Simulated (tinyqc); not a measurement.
Thinning the body: Gamma, L and X subbands of a thin body with non-parabolic valleys.

Hard walls, flat band, c = hbar^2/2m0, energies from the bulk Gamma edge. For a valley at angle theta to the normal 1/m_z = cos^2/ml + sin^2/mt and m_d = sqrt(ml mt^2/m_z). Subband n starts at E_v + e with e (1 + a e) = c (n pi/t)^2/m_z, and its density-of-states mass is taken as m_d (1 + 2 a e), without further growth at higher in-plane energy. Groups are named by valley and degeneracy.

n_i = g m/(2 pi c) kB T ln(1 + exp((EF - E_i)/kB T)), sum n_i = Ns (1e12/cm^2 = 1e-4/angstrom^2), c = hbar^2/2m0. Quantum capacitance Cq = 1602.176634 sum g m/(2 pi c) f_i in microfarad/cm^2 with f_i = 1/(1 + exp((E_i - EF)/kB T)); Cox = 34.5313/eot (one gate); C/Cox = Cq/(Cq + Cox), the centroid term left out.

Constants: hbar^2/2m0 = 3.80998211 eV angstrom^2; kB = 8.617333262e-05 eV/K.

Values chosen for the exercise (near those of a thin GaSb channel; the results hold for these values, not for the real material): face = 100 (surface); mG = 0.0391 m0 (Gamma mass); aG = 1.14 1/eV (Gamma non-parabolicity); EL = 0.078 eV (L edge above Gamma); mL = (1.289, 0.1) m0 (L valleys (four, along <111>): ml, mt); EX = 0.329 eV (X edge above Gamma); mX = (1.51, 0.219) m0 (X valleys (three, along <100>): ml, mt); aS = 0.46 1/eV (non-parabolicity of L and X); Ns = 4.5 x 1e12/cm^2 (sheet density); T = 300 K (temperature); eot = 8 angstrom (equivalent oxide thickness); ts = (20, 26, 34, 45, 60, 85, 130) angstrom (thicknesses).

Lowest edge of each valley type, the lowest group, the Gamma share and C/Cox, with n = 1 to 8 of all groups.

Results:
```
t (angstrom)  Gamma (eV)  L (eV)  X (eV)  lowest  Gamma share (%)  C/Cox
20                 1.078   0.602   0.390      X1              0.0  0.753
26                 0.762   0.412   0.365      X1              0.0  0.845
34                 0.522   0.284   0.350      L4              0.0  0.849
45                 0.342   0.200   0.341      L4              0.0  0.847
85                 0.117   0.113   0.332      L4              3.3  0.848
130                0.054   0.093   0.330      G1              9.1  0.850
```

Give the missing row, t (angstrom) = 60.

Computed row:
```
t (angstrom)  Gamma (eV)  L (eV)  X (eV)  lowest  Gamma share (%)  C/Cox
60                 0.215   0.148   0.336      L4              0.4  0.847
```

From 130 down to 20 angstrom Gamma rises by 1.02 eV, L by 0.51 and X by 0.06 eV, the light Gamma mass moving most. The lowest group changes from G1 to L4 between 130 and 85 angstrom. The lowest group changes from L4 to X1 between 34 and 26 angstrom. The Gamma share goes from 9 % to 0 %. C/Cox is 0.85 and 0.75 at the ends and lies between 0.75 and 0.85. Hard walls overstate the rise in the thinnest rows.

Program tinyqc; command `OMP_NUM_THREADS=1 python tinyqc.py 1280974 1280975 out.jsonl`; about 0.05 s on one thread of a shared Intel(R) Xeon(R) Processor @ 2.30GHz.
